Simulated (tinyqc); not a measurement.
Changing the temperature T: Bloch-Grueneisen resistivity of a metal. Computed by tinyqc, a small Python program. Command: `OMP_NUM_THREADS=1 python tinyqc.py 3014715 3014716 out.jsonl bg sweep`. One thread of a shared host (Intel(R) Xeon(R) Processor @ 2.30GHz), about 0.01 s of CPU time with the checks.

Electrons scatter from a Debye spectrum of phonons (n = 5 for scattering within one band, n = 3 for scattering into a second, heavy band) and from static defects.

Inputs (values chosen for the exercise, modelled on cobalt): exponent n = 3; Debye temperature Theta = 400 K; transport coupling lambda_tr = 0.23; Drude plasma energy hbar w_p = 6.5 eV; residual resistivity rho_0 = 0.38 microohm cm.

Addition: none.

Constants: k_B = 1.380649e-23 J/K; hbar = 1.054571817e-34 J s; eps_0 = 8.8541878128e-12 F/m; hbar = 6.582119569e-16 eV s; k_B = 8.617333262e-05 eV/K.

Method:
- rho_ph = (n - 1) rho_1 (T/Theta)^n J_n(Theta/T), with rho_1 = 2 pi lambda_tr k_B Theta/(hbar eps_0 w_p^2), the high-temperature line at T = Theta.
- J_n(y) = int_0^y x^n e^x/(e^x - 1)^2 dx, by 96 Gauss-Legendre points (upper limit at most 60).
- Matthiessen's rule: rho = rho_0 + rho_ph.
- Temperature coefficient (1/rho) d rho/dT by a central difference of +/- 0.5 K; residual ratio rho(295 K)/rho(4.2 K); scattering time tau = 1/(eps_0 w_p^2 rho); Wiedemann-Franz kappa = L_0 T/rho, L_0 = (pi^2/3)(k_B/e)^2.

One run for each value; columns: (1) temperature T (K); (2) resistivity rho (microohm cm); (3) phonon resistivity rho_ph (microohm cm); (4) temperature coefficient (1e-3/K); (5) Wiedemann-Franz conductivity (W/(m K)):
```
(1)     (2)         (3)     (4)     (5)
10    0.382  1.9754e-03   1.553   63.96
16    0.388  8.0913e-03   3.910  100.72
27    0.419  3.8874e-02  10.304  157.47
45    0.557  1.7657e-01  20.292  197.52
74    1.038  6.5840e-01  20.115  174.10
120   2.129  1.7495e+00  11.767  137.67
200   4.119  3.7389e+00   5.912  118.63
330   7.189  6.8089e+00   3.209  112.14
550  12.170  1.1790e+01   1.838  110.40
900  19.939  1.9559e+01   1.108  110.27
```

Over the rows, resistivity rho (microohm cm) rises from 0.382 to 19.9 (exponent d ln y / d ln x 0.034 between the first rows and 1.0 between the last); phonon resistivity rho_ph (microohm cm) rises from 0.00198 to 19.6 (exponent d ln y / d ln x 3.0 between the first rows and 1.0 between the last); temperature coefficient (1e-3/K) goes from 1.55 through a maximum among these rows, 20.3 at 45.0, to 1.11. At the high end the exponent of phonon resistivity rho_ph is 1.03, close to 1: the linear law of classical vibrations. At the low end the exponent of Wiedemann-Franz conductivity is 0.97, close to 1: defect scattering, constant rho.

Caution (rows 74.0, 120, 200): below about Theta/2 small-angle phonon scattering degrades heat flow more than charge flow, so a thermal conductivity taken from rho by the Wiedemann-Franz law would be too high. Caution (rows 550, 900): scattering from magnetic disorder, left out here, raises the resistivity of this ferromagnet well above the phonon value.

Extremes, crossings and ranges named in words are read from the listed rows.
